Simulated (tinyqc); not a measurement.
Elastic strain and critical thickness of a cubic alloy layer A(1-x)B(x) on a thick substrate. From curvature back to fraction x of B. Computed by tinyqc, a small Python program. Command: `OMP_NUM_THREADS=1 python tinyqc.py 3015399 3015400 out.jsonl misfit inv`. One thread of a shared host (Intel(R) Xeon(R) Processor @ 2.30GHz), about 0.02 s of CPU time with the checks.

Strain is positive in tension. The layer is coherent with the substrate unless said otherwise.

Inputs (values chosen for the exercise, for a model alloy):

| quantity | value | unit |
|---|---|---|
| lattice constant a_A | 5.431 | angstrom |
| lattice constant a_B | 5.658 | angstrom |
| substrate lattice constant a_S | 5.427 | angstrom |
| layer thickness h | 74 | nm |
| biaxial modulus of the substrate M_S | 167 | GPa |
| substrate thickness t_S | 350 | micrometre |
| wafer diameter W | 50 | mm |

Growth plane: (001).

C11, C12, C44 of A (GPa): 180  70.77  72.29

C11, C12, C44 of B (GPa): 119.8  44.69  60.5

Method:
- a = (1 - x) a_A + x a_B, the same rule for each C_ij; misfit f = (a_S - a)/a, the in-plane strain of the coherent layer.
- (001): D = 2 C12/C11, M = C11 + C12 - 2 C12^2/C11. The free surface carries no normal stress, so e_perp = -D f; dV/V = 2 f + e_perp; stress = M f; energy per area = M f^2 h (1 GPa nm = 1 J/m^2).
- Stoney: curvature = 6 |stress| h/(M_S t_S^2); radius = 1/curvature; bow = curvature W^2/8.

Problem. A run gave the result below. Find the fraction x of B, known to lie between 0.57 and 0.77.

curvature = 0.09434114 1/m

Solution.

Each step takes the trial c = (a f_b - b f_a)/(f_b - f_a), f being the result less the target and a, b, c the logarithms of the listed values; c replaces end b, the old b replaces a if the sign of f changed, and otherwise f_a is halved.

Scan of the range:

| fraction x of B | curvature (1/m) |
|---|---|
| 0.570 | 0.082620 |
| 0.599 | 0.085583 |
| 0.630 | 0.088636 |
| 0.662 | 0.091666 |
| 0.697 | 0.094839 |
| 0.732 | 0.097864 |
| 0.770 | 0.100983 |

False position (Illinois rule, in the logarithm of the input) inside the bracket:

| step | end a | end b | trial | curvature (1/m) |
|---|---|---|---|---|
| 1 | 0.662000 | 0.697000 | 0.691389 | 0.0943402 |
| 2 | 0.697000 | 0.691389 | 0.691400 | 0.0943411 |
| 3 | 0.697000 | 0.691400 | 0.691400 | 0.0943411 |
| 4 | 0.691400 | 0.691400 | 0.691400 | 0.0943411 |

Curvature rises at every point of a 13-point scan of the range (every second point is shown), so one value fits; it is bracketed by 0.662 and 0.697. Answer: fraction x of B = 0.6914.

Caution: above about 2 % misfit, linear elasticity is rough and compressed layers tend to form islands before dislocations. Caution: the curvature assumes a coherent layer, but h exceeds h_c.
